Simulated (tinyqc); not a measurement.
Deep-level transient spectroscopy: one step of the calculation.

Schottky contact on an n-type layer with shallow donors Nd (all ionised) and a donor-like deep trap, neutral when filled and positive when empty; depletion approximation. Traps within lam of the depletion edge stay filled. A long pulse to Vp fills the traps beyond x1 = Wp - lam; back at Vr those between x1 and x2 = Wr - lam emit. A rate window reads S = C(t2) - C(t1).

Problem. Emission rate and rate window. Emission rate en = sn vth(T) Nc(T) exp(-Et/kB T) = sn g T^2 exp(-Et/kB T), g = vth Nc/(300 K)^2, as vth goes as T^0.5 and Nc as T^1.5 (degeneracy factor 1). For an exponential transient S peaks where en = ew = ln(t2/t1)/(t2 - t1).

Values chosen for this exercise; material values those of a made-up semiconductor: conduction-band density of states at 300 K Nc = 2.77e19 cm^-3; thermal velocity at 300 K vth = 2.3e7 cm/s; depth of the trap below the conduction edge Et = 0.23 eV; capture cross-section sn = 2.2e-17 cm^2; first sampling time t1 = 5 ms; second sampling time t2 = 12.5 ms; temperature of the transient T = 165 K.

Constants: q = 1.602176634e-19 C, kB = 1.380649e-23 J/K. Results are converted to the units shown.

Wanted: g; en; 1/en; ew.

Solution.

g = 7.079e21 cm^-2 s^-1 K^-2
en = 400.1 1/s
1/en = 2.499 ms
ew = 122.2 1/s

tinyqc, about 0.01 s, one thread, Intel Xeon 2.30GHz (shared host): `OMP_NUM_THREADS=1 python tinyqc.py 2050006 2050007 out.jsonl`
